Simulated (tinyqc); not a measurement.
Crystal pulling from the melt: segregation, interface stability, heat balance and point-defect regime: one step, computed by the program tinyqc. Command: `OMP_NUM_THREADS=1 python tinyqc.py 3004877 3004878 out.jsonl pull walk`. One thread of a shared host (Intel(R) Xeon(R) Processor @ 2.30GHz), about 0.01 s of CPU time with the checks.

A dilute solute; steady pulling with a flat interface unless it is found unstable.

Question. Constitutional supercooling. Liquidus slope per concentration (van 't Hoff): |m| = k_B T_m^2 (1 - k0)/L. Solute gradient at the interface: G_C = (V/D) C_s (1 - k0)/k0. Constitutional supercooling sets in when |m| G_C > G_L. Critical C_s from the equality.

Inputs (values chosen for the exercise, modelled on phosphorus in silicon):

| quantity | value | unit |
|---|---|---|
| equilibrium coefficient k0 | 0.34 | - |
| diffusivity in the melt D | 0.00013 | cm^2/s |
| pull rate V | 0.46 | mm/min |
| gradient in the melt G_L | 7.2 | K/cm |
| latent heat per volume L | 4240 | J/cm^3 |
| melting point T_m | 1685 | K |

C_s = 1.462136e+16 1/cm^3

Constants: k_B = 1.380649e-23 J/K.

Give: |m|; |m| G_C; critical C_s; ratio |m| G_C/G_L.

Answer.

|m| = 6.102e-21 K cm^3

|m| G_C = 0.001021 K/cm

critical C_s = 1.031e+20 1/cm^3

ratio |m| G_C/G_L = 1.419e-04

The interface is stable by this test, with a margin of 7000.
